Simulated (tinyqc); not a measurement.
# Worked calculation: surface Green function of a dimerised chain, Sancho-Rubio decimation

tinyqc, about 0.01 s, one thread, Intel Xeon 2.30GHz (shared host): `OMP_NUM_THREADS=1 python tinyqc.py 2680122 2680123 out.jsonl` Printed values are rounded.

A semi-infinite lead of cells 0, 1, 2, ... with H0 inside a cell and H1 = <cell i|H|cell i + 1>. Cell A, B with A at the surface; -t1 joins A and B, -t2 joins B to the next A. z = E + i eta.

Parameters, values chosen for the exercise: hopping inside the cell t1 = 1.12 eV; hopping between cells t2 = 1 eV; site energy, +dl on A and -dl on B dl = 0 eV; energy E = 2.18 eV; broadening eta = 0.0002 eV.

## The blocks

Read off from the list of hoppings.

H0 (eV):

|  | A | B |
|---|---|---|
| A | 0 | -1.12 |
| B | -1.12 | 0 |

H1 (eV):

|  | A | B |
|---|---|---|
| A | 0 | 0 |
| B | -1 | 0 |

## Round 1: decimation

Start with e_s = e = H0, a = H1, b = H1^dagger. Each round: g = (z - e)^(-1); e_s <- e_s + a g b; e <- e + a g b + b g a; a <- a g a; b <- b g b (all with the old a, b). Round k joins cells 2^k apart.

g (1/eV):

|  | A | B |
|---|---|---|
| A | 0.623213-0.000098i | -0.320183+0.000080i |
| B | -0.320183+0.000080i | 0.623213-0.000098i |

e_s after round 1 (eV):

|  | A | B |
|---|---|---|
| A | 0.00000+0.00000i | -1.12000+0.00000i |
| B | -1.12000+0.00000i | 0.62321-0.00010i |

e after round 1 (eV):

|  | A | B |
|---|---|---|
| A | 0.62321-0.00010i | -1.12000+0.00000i |
| B | -1.12000+0.00000i | 0.62321-0.00010i |

a after round 1 (eV):

|  | A | B |
|---|---|---|
| A | 0.000000+0.000000i | 0.000000+0.000000i |
| B | -0.320183+0.000080i | 0.000000+0.000000i |

b after round 1 (eV):

|  | A | B |
|---|---|---|
| A | 0.000000+0.000000i | -0.320183+0.000080i |
| B | 0.000000+0.000000i | 0.000000+0.000000i |

## Round 2: decimation

As before.

g (1/eV):

|  | A | B |
|---|---|---|
| A | 1.33151-0.00080i | -0.95793+0.00076i |
| B | -0.95793+0.00076i | 1.33151-0.00080i |

e_s after round 2 (eV):

|  | A | B |
|---|---|---|
| A | 0.00000+0.00000i | -1.12000+0.00000i |
| B | -1.12000+0.00000i | 0.75972-0.00025i |

e after round 2 (eV):

|  | A | B |
|---|---|---|
| A | 0.75972-0.00025i | -1.12000+0.00000i |
| B | -1.12000+0.00000i | 0.75972-0.00025i |

a after round 2 (eV):

|  | A | B |
|---|---|---|
| A | 0.0000000+0.0000000i | 0.0000000+0.0000000i |
| B | -0.0982044+0.0001269i | 0.0000000+0.0000000i |

b after round 2 (eV):

|  | A | B |
|---|---|---|
| A | 0.0000000+0.0000000i | -0.0982044+0.0001269i |
| B | 0.0000000+0.0000000i | 0.0000000+0.0000000i |

## Round 3: decimation

As before.

g (1/eV):

|  | A | B |
|---|---|---|
| A | 1.86192-0.00252i | -1.46826+0.00245i |
| B | -1.46826+0.00245i | 1.86192-0.00252i |

e_s after round 3 (eV):

|  | A | B |
|---|---|---|
| A | 0.00000+0.00000i | -1.12000+0.00000i |
| B | -1.12000+0.00000i | 0.77767-0.00032i |

e after round 3 (eV):

|  | A | B |
|---|---|---|
| A | 0.77767-0.00032i | -1.12000+0.00000i |
| B | -1.12000+0.00000i | 0.77767-0.00032i |

a after round 3 (eV):

|  | A | B |
|---|---|---|
| A | 0.0000000+0.0000000i | 0.0000000+0.0000000i |
| B | -0.0141599+0.0000603i | 0.0000000+0.0000000i |

b after round 3 (eV):

|  | A | B |
|---|---|---|
| A | 0.0000000+0.0000000i | -0.0141599+0.0000603i |
| B | 0.0000000+0.0000000i | 0.0000000+0.0000000i |

## Course of the decimation

Stop when the largest entry of a and b is below 1e-12 eV, or after 60 rounds. The last column is -Im Tr (z - e_s)^(-1)/pi. At the end g_s = (z - e_s)^(-1), and the bulk Green function is (z - e)^(-1).

Course of the iteration:

| round | largest \|a\|, \|b\| (eV) | surface density of states (1/eV) |
|---|---|---|
| 1 | 0.320 | 1.75722e-4 |
| 2 | 0.0982 | 3.14180e-4 |
| 3 | 0.0142 | 3.68603e-4 |
| 4 | 3.15e-4 | 3.71302e-4 |
| 5 | 1.57e-7 | 3.71305e-4 |
| 6 | 3.87e-14 | 3.71305e-4 |

Converged in 6 rounds, which stand for 2^6 cells. E lies outside the bands, where the waves decay by themselves, so few rounds suffice whatever eta is.

## Self-energy, Dyson check and densities of states

converged surface Green function g_s (1/eV):

|  | A | B |
|---|---|---|
| A | 0.77807-0.00032i | -0.62160+0.00049i |
| B | -0.62160+0.00049i | 1.20989-0.00084i |

converged bulk Green function (1/eV):

|  | A | B |
|---|---|---|
| A | 1.97173-0.00333i | -1.57521+0.00325i |
| B | -1.57521+0.00325i | 1.97173-0.00333i |

Sigma = H1 g_s H1^dagger is what the lead adds to one more cell, and (z - H0 - Sigma)^(-1) must give g_s back. Densities of states: -Im of the diagonals over pi.

Sigma (eV):

|  | A | B |
|---|---|---|
| A | 0.000000+0.000000i | 0.000000+0.000000i |
| B | 0.000000+0.000000i | 0.778068-0.000323i |

(z - H0 - Sigma)^(-1) (1/eV):

|  | A | B |
|---|---|---|
| A | 0.77807-0.00032i | -0.62160+0.00049i |
| B | -0.62160+0.00049i | 1.20989-0.00084i |

| orbital | surface density of states (1e-4 1/eV) | bulk density of states (1e-3 1/eV) |
|---|---|---|
| A | 1.02895 | 1.06080 |
| B | 2.68410 | 1.06080 |

The surface cell holds 3.71e-4 states per eV against 0.00212 for a bulk cell.
